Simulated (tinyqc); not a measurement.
ROHF in the sto-3g basis, for BeH, spin multiplicity 2, step by step. One step of it, computed by the program tinyqc.

Task: Iteration 3: building the Fock matrix. J_ij = sum D_kl (ij|kl) with D = D(alpha) + D(beta), K_ij = sum D_kl (ik|jl) for each spin; F = H + J - K(s); E = tr D H + tr D J / 2 - 0.5 sum_s tr D(s) K(s) + E_nn.

D(alpha) after iteration 2, lower triangle:
```
,1Be 1s,1Be 2s,1Be 2px,1Be 2py,1Be 2pz,2H 1s
1Be 1s,1.067394
1Be 2s,-0.259715,1.009169
1Be 2px,0.000000,0.000000,0.000000
1Be 2py,0.000000,0.000000,0.000000,0.000000
1Be 2pz,0.058524,-0.246842,0.000000,0.000000,0.345711
2H 1s,-0.015533,-0.003951,0.000000,0.000000,0.354736,0.438742
```

D(beta) after iteration 2, lower triangle:
```
,1Be 1s,1Be 2s,1Be 2px,1Be 2py,1Be 2pz,2H 1s
1Be 1s,1.027572
1Be 2s,-0.111136,0.454809
1Be 2px,0.000000,0.000000,0.000000
1Be 2py,0.000000,0.000000,0.000000,0.000000
1Be 2pz,-0.049362,0.155690,0.000000,0.000000,0.053424
2H 1s,-0.104789,0.329070,0.000000,0.000000,0.112923,0.238687
```

core Hamiltonian H = T + V (hartree), lower triangle:
```
,1Be 1s,1Be 2s,1Be 2px,1Be 2py,1Be 2pz,2H 1s
1Be 1s,-8.168128
1Be 2s,-2.010375,-2.397437
1Be 2px,0.000000,0.000000,-1.904883
1Be 2py,0.000000,0.000000,0.000000,-1.904883
1Be 2pz,-0.010458,-0.103280,0.000000,0.000000,-1.978111
2H 1s,-0.218822,-0.699046,0.000000,0.000000,-0.818500,-1.669107
```

Two-electron integrals (ij|kl) in chemists' order, unique and non-zero (hartree):
```
i,j,k,l,(ij|kl)
1,1,1,1,2.298831
2,1,1,1,0.392036
2,1,2,1,0.079539
2,2,1,1,0.570988
2,2,2,1,0.143041
2,2,2,2,0.417683
3,1,3,1,0.014607
3,2,3,1,0.021888
3,2,3,2,0.092265
3,3,1,1,0.569578
3,3,2,1,0.143083
3,3,2,2,0.417589
3,3,3,3,0.449859
4,1,4,1,0.014607
4,2,4,1,0.021888
4,2,4,2,0.092265
4,3,4,3,0.024249
4,4,1,1,0.569578
4,4,2,1,0.143083
4,4,2,2,0.417589
4,4,3,3,0.401360
4,4,4,4,0.449859
5,1,5,1,0.014607
5,2,5,1,0.021888
5,2,5,2,0.092265
5,3,5,3,0.024249
5,4,5,4,0.024249
5,5,1,1,0.569578
5,5,2,1,0.143083
5,5,2,2,0.417589
5,5,3,3,0.401360
5,5,4,4,0.401360
5,5,5,5,0.449859
6,1,1,1,0.041332
6,1,2,1,0.008381
6,1,2,2,0.015211
6,1,3,3,0.015113
6,1,4,4,0.015113
6,1,5,1,0.000747
6,1,5,2,0.001412
6,1,5,5,0.015415
6,1,6,1,0.000926
6,2,1,1,0.127654
6,2,2,1,0.032594
6,2,2,2,0.107548
6,2,3,3,0.103171
6,2,4,4,0.103171
6,2,5,1,0.004189
6,2,5,2,0.028334
6,2,5,5,0.116199
6,2,6,1,0.003801
6,2,6,2,0.046180
6,3,3,1,0.002597
6,3,3,2,0.013031
6,3,5,3,0.004579
6,3,6,3,0.003569
6,4,4,1,0.002597
6,4,4,2,0.013031
6,4,5,4,0.004579
6,4,6,4,0.003569
6,5,1,1,0.148175
6,5,2,1,0.038213
6,5,2,2,0.131632
6,5,3,3,0.123987
6,5,4,4,0.123987
6,5,5,1,0.006634
6,5,5,2,0.043496
6,5,5,5,0.146781
6,5,6,1,0.004600
6,5,6,2,0.063402
6,5,6,5,0.088777
6,6,1,1,0.300541
6,6,2,1,0.077923
6,6,2,2,0.289196
6,6,3,3,0.269614
6,6,4,4,0.269614
6,6,5,1,0.010249
6,6,5,2,0.093516
6,6,5,5,0.327996
6,6,6,1,0.009180
6,6,6,2,0.166562
6,6,6,5,0.240025
6,6,6,6,0.774606
```

nuclear repulsion = 1.20404371 hartree

Give: Coulomb J; exchange K(alpha); exchange K(beta); F(alpha); F(beta); total energy of this density.

Result:

Coulomb J (hartree), lower triangle:
```
,1Be 1s,1Be 2s,1Be 2px,1Be 2py,1Be 2pz,2H 1s
1Be 1s,6.0037
1Be 2s,1.1365,2.2536
1Be 2px,0.0000,0.0000,2.2207
1Be 2py,0.0000,0.0000,0.0000,2.2207
1Be 2pz,0.0120,0.1057,0.0000,0.0000,2.3093
2H 1s,0.1213,0.6432,0.0000,0.0000,0.8113,1.9646
```

exchange K(alpha) (hartree), lower triangle:
```
,1Be 1s,1Be 2s,1Be 2px,1Be 2py,1Be 2pz,2H 1s
1Be 1s,2.3350
1Be 2s,0.4028,0.5025
1Be 2px,0.0000,0.0000,0.1103
1Be 2py,0.0000,0.0000,0.0000,0.1103
1Be 2pz,0.0008,-0.0330,0.0000,0.0000,0.3954
2H 1s,0.0465,0.2091,0.0000,0.0000,0.2929,0.5541
```

exchange K(beta) (hartree), lower triangle:
```
,1Be 1s,1Be 2s,1Be 2px,1Be 2py,1Be 2pz,2H 1s
1Be 1s,2.3093
1Be 2s,0.3998,0.3262
1Be 2px,0.0000,0.0000,0.0633
1Be 2py,0.0000,0.0000,0.0000,0.0633
1Be 2pz,-0.0021,0.1526,0.0000,0.0000,0.1577
2H 1s,0.0410,0.2368,0.0000,0.0000,0.1991,0.3919
```

F(alpha) (hartree), lower triangle:
```
,1Be 1s,1Be 2s,1Be 2px,1Be 2py,1Be 2pz,2H 1s
1Be 1s,-4.4995
1Be 2s,-1.2766,-0.6464
1Be 2px,0.0000,0.0000,0.2055
1Be 2py,0.0000,0.0000,0.0000,0.2055
1Be 2pz,0.0007,0.0354,0.0000,0.0000,-0.0642
2H 1s,-0.1440,-0.2649,0.0000,0.0000,-0.3000,-0.2586
```

F(beta) (hartree), lower triangle:
```
,1Be 1s,1Be 2s,1Be 2px,1Be 2py,1Be 2pz,2H 1s
1Be 1s,-4.4737
1Be 2s,-1.2736,-0.4701
1Be 2px,0.0000,0.0000,0.2525
1Be 2py,0.0000,0.0000,0.0000,0.2525
1Be 2pz,0.0036,-0.1502,0.0000,0.0000,0.1735
2H 1s,-0.1385,-0.2926,0.0000,0.0000,-0.2063,-0.0964
```

total energy of this density = -14.870799 hartree
